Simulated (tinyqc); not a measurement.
# Composition and strain of an epitaxial Si(1-x)Ge(x) layer from Raman and X-ray peaks, step by step

A worked calculation. Computed by tinyqc, a small Python program that keeps every step. Command: `OMP_NUM_THREADS=1 python tinyqc.py 3003792 3003793 out.jsonl epiraman walk`. One thread of a shared host (Intel(R) Xeon(R) Processor @ 2.30GHz), about 0.01 s of CPU time with the checks. Intermediate numbers are printed to about 7 digits and carried at full precision; extremes and crossings named in words are read from the listed rows.

A (001) layer, biaxially strained in the plane. The Raman peaks follow empirical lines omega = w0 + c1 x + c3 x^3 + b eps (c3 for Si-Ge alone), with eps the in-plane strain.

Inputs (values chosen for the exercise, modelled on silicon-germanium):
```
quantity                        value      unit
Ge fraction x                     0.1         -
degree of relaxation R           0.52         -
Ge fraction y of the buffer      0.05         -
lattice constant of Si          5.431  angstrom
lattice constant of Ge          5.658  angstrom
bowing B                        0.028  angstrom
2 C12/C11 of Si                 0.769         -
2 C12/C11 of Ge                 0.757         -
Si-Si: w0                       520.4      1/cm
Si-Si: c1                       -68.2      1/cm
Si-Si: strain coefficient b      -776      1/cm
Si-Ge: w0                       400.4      1/cm
Si-Ge: c1                        23.8      1/cm
Si-Ge: c3                       -35.4      1/cm
Si-Ge: strain coefficient b      -581      1/cm
Ge-Ge: w0                       280.5      1/cm
Ge-Ge: c1                        20.1      1/cm
Ge-Ge: strain coefficient b      -462      1/cm
uncertainty of a Raman peak       0.2      1/cm
X-ray wavelength             1.540598  angstrom
```

Substrate: relaxed alloy buffer. Pair of peaks used: Si-Ge and Ge-Ge.

## Lattice constants and strain

Relaxed lattice constant a(x) = a_Si + (a_Ge - a_Si) x - B x (1 - x). In-plane constant a_par = a_sub + R (a(x) - a_sub); eps = a_par/a(x) - 1; eps_perp = -(2 C12/C11) eps with 2 C12/C11 linear in x; a_perp = a(x) (1 + eps_perp). The buffer has a_sub = a(y).

relaxed constant a(x) = 5.45118 angstrom

substrate constant a_sub = 5.44102 angstrom

a_par = 5.446303 angstrom

in-plane strain eps = -0.8946320 per mille

strain along the normal = 0.6868984 per mille

a_perp = 5.454924 angstrom

The layer is under compression in the plane and is stretched along the normal.

## Raman peaks

Insert x and eps in the three lines; the strain part is b eps.

Si-Si peak = 514.2742 1/cm

Si-Ge peak = 403.2644 1/cm

Ge-Ge peak = 282.9233 1/cm

strain parts (1/cm): Si-Si 0.6942344, Si-Ge 0.5197812, Ge-Ge 0.4133200

Read as unstrained, the Si-Si peak would give x = 0.090 in place of 0.1. Caution: near either end one of the like-atom peaks is weak, since its intensity follows the number of such bonds.

## X-ray (004) reflection

Bragg angle theta = arcsin(2 lambda/a) for (004), for the substrate with a_sub and the layer with a_perp; separation in arc seconds.

theta of the substrate = 34.49193 degree

theta of the layer = 34.39165 degree

separation, layer less substrate = -361.0200 arcsec

## Back from two peaks to composition and strain

Unknowns x and eps (per mille). Newton steps: J d = (measured - model), J = [d omega/dx, d omega/d eps] for the two peaks; start at x = 0.5, eps = 0; stop when |d| < 1e-9. The peaks are rounded to 0.001 per cm; R = (a(x)(1 + eps) - a_sub)/(a(x) - a_sub).

peaks used (1/cm): Si-Ge 403.264, Ge-Ge 282.923

Iterations:
```
step          x  eps (per mille)  residual 1 (1/cm)  residual 2 (1/cm)
0     0.5000000         0.000000      -4.611000e+00             -7.627
1     0.3222970         8.777424       1.478161e+00              0.000
2     0.2041276         3.636289       4.195448e-01              0.000
3     0.1330476         0.543845       9.681425e-02              0.000
4     0.1042097        -0.710791       1.090159e-02              0.000
5     0.1000655        -0.891090       1.875501e-04              0.000
6     0.0999917        -0.894302       5.789514e-08              0.000
7     0.0999916        -0.894303                  0              0.000
```

recovered x = 0.09999165

recovered eps = -0.8943028 per mille

recovered R = 0.52

## Which pair of peaks is best

For each pair invert J = [d omega/dx, d omega/d eps] at the true x. Independent errors of the given size in both peaks give sigma_x and sigma_eps = uncertainty x (norm of the rows of the inverse of J).

Error propagation:
```
pair                det J      sigma_x  sigma_eps (per mille)
Si-Si and Si-Ge  57.26889  0.003385434              0.2510633
Si-Si and Ge-Ge    47.106  0.003834403              0.3018736
Si-Ge and Ge-Ge  1.173144    0.1265483               5.173861
```

The pair Si-Si and Si-Ge fixes x best (sigma_x = 0.0034) and Si-Ge and Ge-Ge worst (0.13), a factor 37. Strain moves all peaks the same way, so a good pair needs different ratios of composition slope to strain coefficient, best of opposite sign; the slopes here are -68.2, 22.7 and 20.1 per cm for Si-Si, Si-Ge and Ge-Ge. Errors in the coefficients themselves are not counted.

## Relaxation at fixed composition

(004) Bragg angle theta = arcsin(2 lambda/a), with a = a_perp for the layer and a_sub for the substrate; separation = layer less substrate. The apparent x is the one that a fully strained layer (R = 0) would need to give the same a_perp.

Signatures; columns: (1) R; (2) eps (per mille); (3) Si-Si (1/cm); (4) Ge-Ge (1/cm); (5) a_perp (angstrom); (6) (004) separation (arcsec); (7) apparent x if R = 0 is assumed:
```
(1)         (2)       (3)       (4)       (5)        (6)        (7)
0.00  -1.863817  515.0263  283.3711  5.458981  -465.9155  0.1000000
0.15  -1.584244  514.8094  283.2419  5.457811  -435.6769  0.0967624
0.30  -1.304672  514.5924  283.1128  5.456641  -405.4224  0.0935221
0.50  -0.931908  514.3032  282.9405  5.455080  -365.0580  0.0891973
0.70  -0.559145  514.0139  282.7683  5.453520  -324.6652  0.0848678
0.85  -0.279572  513.7969  282.6392  5.452350  -294.3518  0.0816173
1.00   0.000000  513.5800  282.5100  5.451180  -264.0224  0.0783642
```

Full relaxation moves the Si-Si peak by -1.45 per cm and shrinks the X-ray separation to 57 % of its strained value, about 1/(1 + 2 C12/C11). A symmetric reflection alone cannot part x from R: a relaxed layer read as strained gives x = 0.078 in place of 0.1. An asymmetric reflection or a second peak is needed.

Checks made by the program: recovered composition (relative difference 8e-05).
